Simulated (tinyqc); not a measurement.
Sheet resistance and Hall data of a diffused or implanted layer: one step, computed by the program tinyqc. Command: `OMP_NUM_THREADS=1 python tinyqc.py 3018849 3018850 out.jsonl layer walk`. One thread of a shared host (Intel(R) Xeon(R) Processor @ 2.30GHz), about 0.01 s of CPU time with the checks.

Carriers are taken equal to the net active doping down to the junction (full ionisation, which deep dopants in wide-gap hosts do not reach; no spill-over, no depletion), and the Hall factor is 1.

Task: What the probes read. Collinear four-point probe on a large thin layer: V = I R_s ln(2)/pi. Van der Pauw on a symmetric sample: R = R_s ln(2)/pi as well. Hall voltage V_H = I B/(e x Hall sheet density); tangent of the Hall angle V_H/(I R_s).

Inputs (values chosen for the exercise, modelled on arsenic in silicon): probe current I = 0.1 mA; magnetic field B = 1 T.

Profile: Gaussian at the surface. Activation: limited by solubility.

sheet resistance R_s = 378.6356 ohm

Hall sheet density = 2.556079e+14 1/cm^2

Constants: e = 1.602176634e-19 C.

Give: four-point voltage; Hall voltage; tangent of the Hall angle.

Result:

four-point voltage = 8.354 mV

Hall voltage = 0.2442 mV

tangent of the Hall angle = 0.006449
